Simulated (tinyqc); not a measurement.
# Free and trapped electrons in a MOS channel with a dense trap tail: free and trapped charge against gate voltage

p-type body, charge-sheet picture, full ionisation (an idealisation for deep acceptors), Boltzmann statistics for free electrons. e = Ec - EF at the surface. Acceptor-like traps of density D(E) = D0 + De exp(-E/Ew) at depth E below Ec, from 0 to Eu, hold n_t = integral of D(E)/(1 + exp((e - E)/Vt)). psi = Eg - Vt ln(Nv/Na) - e; N_dep = sqrt(2 eps0 eps_r Na (psi - Vt)/q); n_f = sqrt(N_dep^2 + 2 eps0 eps_r Vt Nc exp(-e/Vt)/q) - N_dep; Vg = Vfb + psi + q (N_dep + n_t + n_f)/Cox, Cox = eps0 eox/tox.

Free share n_f/(n_f + n_t); swing ln 10 n_f/(dn_f/dVg); field-effect mobility mf q (dn_f/dVg)/Cox, for a constant mf; oxide field q (N_dep + n_t + n_f)/(eps0 eox).

Parameters, values chosen for the exercise; band and dielectric values close to those of 4H silicon carbide: temperature T = 400 K; band gap Eg = 3.26 eV; relative permittivity eps_r = 9.55; conduction-band density of states at T Nc = 2.63e19 cm^-3; valence-band density of states at T Nv = 3.91e19 cm^-3; relative permittivity of the insulator eox = 3.9; insulator thickness tox = 28 nm; acceptor density Na = 5.3e15 cm^-3; flat-band voltage without trapped charge Vfb = -2.25 V; constant background density of acceptor-like traps D0 = 9.9e10 cm^-2 eV^-1; density of the tail at the conduction edge De = 3.3e12 cm^-2 eV^-1; decay energy of the tail Ew = 0.1 eV; depth below Ec down to which the traps reach Eu = 0.55 eV; mobility of free electrons mf = 74 cm^2/(V s).

Constants: q = 1.602176634e-19 C, kB = 1.380649e-23 J/K, Vt = kB T/q, eps0 = 8.8541878128e-14 F/cm where lengths are in cm. Results are converted to the units shown.

Free and trapped charge against gate voltage:

| Vg (V) | e (eV) | n_f (cm^-2) | n_t (cm^-2) | free share (%) | swing (mV/decade) | field-effect mobility (cm^2/(V s)) | oxide field (MV/cm) |
|---|---|---|---|---|---|---|---|
| 0.6 | 0.5755 | 7.421e5 | 1.621e9 | 0.04575 | 92.06 | 0.001784 | 0.1687 |
| 1.2 | 0.1909 | 4.546e10 | 9.344e10 | 32.73 | 302.3 | 33.29 | 0.2457 |
| 1.7 | 0.1164 | 2.992e11 | 1.619e11 | 64.89 | 1163 | 56.94 | 0.3977 |
| 2.2 | 0.08297 | 6.119e11 | 2.059e11 | 74.82 | 2168 | 62.49 | 0.5643 |
| 2.8 | 0.05689 | 1.013e12 | 2.449e11 | 80.53 | 3412 | 65.71 | 0.7692 |
| 3.3 | 0.04069 | 1.359e12 | 2.696e11 | 83.45 | 4463 | 67.43 | 0.9420 |
| 3.9 | 0.02507 | 1.785e12 | 2.927e11 | 85.91 | 5735 | 68.90 | 1.151 |
| 4.4 | 0.01422 | 2.146e12 | 3.076e11 | 87.46 | 6805 | 69.81 | 1.325 |
| 5 | 0.003020 | 2.584e12 | 3.217e11 | 88.93 | 8099 | 70.64 | 1.536 |

n_f reaches 1e11 cm^-2 at Vg = 1.33 V, against 1.18 V without traps. The free share rises from 0.0457 to 88.9 % and the field-effect mobility rises from 0.00178 to 70.6 cm^2/(V s), although mf = 74 is constant: in the last row 95.5 % of Cox dVg goes into free electrons. The swing in the first row is 92.1 mV a decade (Vt ln 10 = 79.4). For Vg = 2.8, 3.3, 3.9, 4.4, 5 EF lies less than 2 Vt below the band edge, or above it, where degeneracy and confinement, left out, matter.

Computed by the program tinyqc: `OMP_NUM_THREADS=1 python tinyqc.py 2222241 2222242 out.jsonl`, one thread of a shared Intel Xeon 2.30GHz, about 0.02 s for the whole run.
